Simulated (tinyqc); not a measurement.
Implant damage, amorphisation by cascade overlap, and solid-phase epitaxial regrowth. From lower edge back to share of defects that survive f. Computed by tinyqc, a small Python program. Command: `OMP_NUM_THREADS=1 python tinyqc.py 3111565 3111566 out.jsonl sper inv`. One thread of a shared host (Intel(R) Xeon(R) Processor @ 2.30GHz), about 0.01 s of CPU time with the checks.

Range and width of the damage are inputs. Dynamic annealing enters only through the surviving share f.

Inputs (values chosen for the exercise, modelled on germanium ions in silicon):
```
quantity                           value    unit
atomic density N                    49.9  1/nm^3
ion Z1                                32       -
ion mass M1                         72.6       u
target Z2                             14       -
target mass M2                     28.09       u
ion energy E                          58     keV
displacement energy E_d               13      eV
depth of the damage peak R_d          31      nm
width of the damage profile s_d       18      nm
critical displaced share x_c        0.12       -
dose Q                           3.9e+14  1/cm^2
```

Constants: a_0 = 0.529177210903 angstrom; e^2/(4 pi eps_0) = 14.39964548 eV angstrom.

Method. Robinson partition: eps = E a M2/(Z1 Z2 (e^2/(4 pi eps_0)) (M1 + M2)), a = 0.8853 a_0/sqrt(Z1^(2/3) + Z2^(2/3)); k = 0.0793 Z1^(2/3) Z2^(1/2) (M1 + M2)^(3/2)/((Z1^(2/3) + Z2^(2/3))^(3/4) M1^(3/2) M2^(1/2)); damage energy T_d = E/(1 + k (eps + 0.40244 eps^(3/4) + 3.4008 eps^(1/6))); displacements nu = 0.8 T_d/(2 E_d). Displaced share x(z) = f nu Q exp(-(z - R_d)^2/(2 s_d^2))/(sqrt(2 pi) s_d N); the layer is amorphous where x > x_c, between R_d -/+ s_d sqrt(2 ln(x_max/x_c)), the upper edge being cut at the surface. Threshold dose Q_c = Q x_c/x_max.

Question. A run gave the result below. Find the share of defects that survive f, known to lie between 0.22 and 0.53.

lower edge = 65.44969 nm

Answer.

Each step takes the trial c = (a f_b - b f_a)/(f_b - f_a), f being the result less the target and a, b, c the logarithms of the listed values; c replaces end b, the old b replaces a if the sign of f changed, and otherwise f_a is halved.

Scan of the range:
```
share of defects that survive f  lower edge (nm)
0.220                                    61.3014
0.255                                    62.8409
0.295                                    64.2906
0.341                                    65.6722
0.395                                    67.0198
0.458                                    68.3271
0.530                                    69.5737
```

False position (Illinois rule, in the logarithm of the input) inside the bracket:
```
step     end a     end b     trial  lower edge (nm)
1     0.295000  0.341000  0.333133          65.4534
2     0.295000  0.333133  0.332873          65.4461
3     0.333133  0.332873  0.333000          65.4497
4     0.332873  0.333000  0.333000          65.4497
```

Lower edge rises at every point of a 13-point scan of the range (every second point is shown), so one value fits; it is bracketed by 0.295 and 0.341. Answer: share of defects that survive f = 0.3330.
